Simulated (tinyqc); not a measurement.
Sheet resistance and Hall data of a diffused or implanted layer: one step, computed by the program tinyqc.

Carriers are taken equal to the net active doping down to the junction (full ionisation, which deep dopants in wide-gap hosts do not reach; no spill-over, no depletion), and the Hall factor is 1.

Problem. Profile. N(x) = N_0 exp(-x^2/l^2), dose N_0 l sqrt(pi)/2, junction x_j = l sqrt(ln(N_0/N_B)). Mobility mu = mu_min + (mu_max - mu_min)/(1 + (N_t/N_ref)^alpha), N_t = active doping + N_B; carriers n = active doping - N_B, active doping min(N, N_s). sigma = e n mu.

Inputs (values chosen for the exercise, modelled on arsenic in silicon):
```
quantity                                 value        unit
mu_min                                    52.1  cm^2/(V s)
mu_max                                    1460  cm^2/(V s)
N_ref                                    1e+17      1/cm^3
exponent alpha                             0.7           -
peak concentration N_0                 5.1e+20      1/cm^3
length scale l                             9.9          nm
background doping N_B (opposite type)  1.6e+16      1/cm^3
solubility limit N_s                     2e+20      1/cm^3
```

Profile: Gaussian at the surface. Activation: limited by solubility.

Constants: e = 1.602176634e-19 C.

Give: Depth, doping, carriers, mobility and conductivity at 2, 10, 20, 35, 50, 65, 80, 90 and 98 % of the layer.

Solution.

Depth, doping, carriers, mobility and conductivity at 2, 10, 20, 35, 50, 65, 80, 90 and 98 % of the layer:
```
x (nm)  N (1/cm^3)  n (1/cm^3)  mu (cm^2/(V s))  sigma (S/cm)
0.64     5.079e+20   2.000e+20             59.0     1.889e+03
3.19     4.598e+20   2.000e+20             59.0     1.889e+03
6.38     3.368e+20   2.000e+20             59.0     1.889e+03
11.16    1.432e+20   1.432e+20             60.7     1.393e+03
15.94    3.817e+19   3.815e+19             73.7     4.505e+02
20.72    6.381e+18   6.365e+18            124.8     1.272e+02
25.50    6.689e+17   6.529e+17            342.7     3.584e+01
28.69    1.148e+17   9.876e+16            690.2     1.092e+01
31.24    2.412e+16   8.124e+15            973.7     1.267e+00
```

The mobility varies by a factor 16.5 across these points and the conductivity by 1490.
